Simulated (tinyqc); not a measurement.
Electron mobility in a silicon inversion layer, empirical terms and Matthiessen rule: two steps of the calculation.

Inversion layer of sheet density Ns on a uniformly doped body, under a high-permittivity gate with an interlayer. The mobility terms are empirical power laws with prefactors chosen for the exercise; adding their inverses (Matthiessen) is itself an approximation.

Inputs (values chosen for the exercise); material values close to those of silicon: temperature T = 300 K; band gap Eg = 1.11 eV; relative permittivity of the semiconductor eps_r = 11.5; conduction-band density of states at T Nc = 2.82e19 cm^-3; valence-band density of states at T Nv = 2.62e19 cm^-3; body doping Nb = 2.2e18 cm^-3; reverse body bias Vsb = 0.3 V; weight of the inversion charge in the effective field eta = 0.5; phonon-limited mobility at 1 MV/cm and 300 K Ap = 469 cm^2/(V s); roughness-limited mobility at 1 MV/cm As = 1250 cm^2/(V s); exponent of the roughness term gs = 2; Coulomb prefactor Ac = 2800 cm^2/(V s); charge at the interface Nit = 1.9e10 cm^-2; remote-phonon mobility without interlayer Ar = 400 cm^2/(V s); interlayer thickness ti = 1 nm; decay length of remote phonons lr = 0.9 nm; inversion density Ns = 2.9e12 cm^-2.

Constants: q = 1.602176634e-19 C, kB = 1.380649e-23 J/K, Vt = kB T/q, eps0 = 8.8541878128e-14 F/cm where lengths are in cm. Results are converted to the units shown.

Task 1. Depletion charge and effective field. ni = sqrt(Nc Nv) exp(-Eg/(2 Vt)), Eg in volts; Ndep = sqrt(2 eps0 eps_r Nb (2 Vt ln(Nb/ni) + Vsb)/q); E = q (Ndep + eta Ns)/(eps0 eps_r), in MV/cm.

Give: ni; Ndep; E.

Result 1.

ni = 1.2903e10 cm^-3
Ndep = 5.9828e12 cm^-2
E = 1.1695 MV/cm

The depletion charge gives 80.5 % of the field.

Task 2. Mobility terms and their sum. With t = T/(300 K): muC = Ac (Ns/1e12 cm^-2) t/(Nb/1e17 cm^-3 + Nit/1e11 cm^-2), muP = Ap E^(-1/3) t^(-1.75), muS = As E^(-gs), muR = Ar exp(2 ti/lr)/t; 1/mu is the sum of the inverses.

E = 1.1695366 MV/cm

Find: terms; mu; shares of 1/mu.

Result 2.

terms (cm^2/(V s)): Coulomb 365.93, phonon 445.15, roughness 913.87, remote phonon 3691.1
mu = 157.62 cm^2/(V s)
shares of 1/mu (%): Coulomb 43.074, phonon 35.409, roughness 17.248, remote phonon 4.2702

The Coulomb term limits most.

Computed by the program tinyqc: `OMP_NUM_THREADS=1 python tinyqc.py 2510081 2510082 out.jsonl`, one thread of a shared Intel Xeon 2.30GHz, about 0.01 s for the whole run.
